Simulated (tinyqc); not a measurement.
Self-consistent Fermi level with native defects, at growth and after a quench: one step, computed by the program tinyqc. Command: `OMP_NUM_THREADS=1 python tinyqc.py 3019664 3019665 out.jsonl scfermi walk`. One thread of a shared host (Intel(R) Xeon(R) Processor @ 2.30GHz), about 0.08 s of CPU time with the checks.

Energies are counted from the top of the valence band (VBM); when the gap shrinks with temperature the conduction band moves and the levels stay. The added dopant is taken as fully ionised. D and A draw on one reservoir with opposite signs, as the two vacancies of a compound do.

Task: Bands at growth. E_g(T) = E_g - slope x max(0, T - 300 K). N_c = 2 M_c (2 pi m_e k_B T/h^2)^(3/2) and N_v = 2 (2 pi m_h k_B T/h^2)^(3/2), masses in units of m_0. At growth T = T_g.

Inputs (values chosen for the exercise, with bands modelled on CdTe):
```
quantity,value,unit
gap E_g at 300 K,1.55,eV
slope -dE_g/dT above 300 K,0.00024,eV/K
electron mass m_e,0.0939,m_0
valleys M_c,1,-
hole mass m_h,0.652,m_0
growth temperature T_g,1050,K
```

Added shallow dopant: donor.

Constants: m_0 = 9.1093837015e-31 kg; k_B = 1.380649e-23 J/K; h = 6.62607015e-34 J s; k_B = 8.617333262e-05 eV/K.

Give: E_g(T_g); N_c(T_g); N_v(T_g); k_B T_g.

Result:

E_g(T_g) = 1.37 eV

N_c(T_g) = 4.728e+18 cm^-3

N_v(T_g) = 8.651e+19 cm^-3

k_B T_g = 0.09048 eV
